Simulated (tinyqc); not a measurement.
MOSFET in saturation, small-signal circuit and noise: one step of the calculation.

Bias by the inversion coefficient IC = I/Ispec (charge-based model with velocity saturation; weak inversion below 0.1, strong above 10). Common-source circuit: gm, gds, Cgs, Cgd and Cj at the inner nodes, Rg in series with the gate; quasi-static, no source or drain resistance, no gate-body capacitance, no substrate network, no induced gate noise, so fmax is an upper estimate.

Problem. Noise at the gate. Channel noise Sid = 4 kB T gam n gm with gam = (1/2 + (2/3) qs)/(1 + qs) + gw lc IC, qs = [sqrt(1 + 4 IC) - 1]/2, lc = Ls/L (the last term an empirical rise with velocity saturation); at the gate, white noise Sw = Sid/gm^2 + 4 kB T Rg. Number fluctuation with correlated mobility: S(f) = K/f, K = q^2 Vt lt Nt/(W L Cox^2) (1 + ac mu Cox I/gm)^2, Vt in eV with Nt per eV. Corner fc = K/Sw. Full shot noise would be 2 q I.

Values chosen for this exercise:
```
symbol,value,unit,meaning
T,400,K,temperature
L,130,nm,gate length
W,5,um,total gate width
Cox,2.02,uF/cm^2,gate capacitance
mu,210,cm^2/(V s),mobility
n,1.4,,slope factor
Ls,25,nm,velocity-saturation length
IC,0.33,,inversion coefficient
gw,0.06,,short-channel excess of the noise factor
Nt,6e16,cm^-3 eV^-1,oxide trap density
lt,0.1,nm,tunnelling length into the oxide
ac,0,V s/C,Coulomb scattering coefficient
```

Constants: q = 1.602176634e-19 C, kB = 1.380649e-23 J/K, Vt = kB T/q. Results are converted to the units shown.

I = 17.911627 uA
gm = 0.28854906 mS
Rg = 50.256410 ohm

Give: gam; Sid; Sid/(2 q I); sqrt(Sw); K; fc.

Solution.

gam = 0.5384
Sid = 4.804e-24 A^2/Hz
Sid/(2 q I) = 0.8371
sqrt(Sw) = 7.669 nV/Hz^0.5
K = 2.002e-11 V^2
fc = 0.3403 MHz

The gate resistance gives 1.9 % of the white noise power.

tinyqc, about 0.01 s, one thread, Intel Xeon 2.30GHz (shared host): `OMP_NUM_THREADS=1 python tinyqc.py 2150116 2150117 out.jsonl`
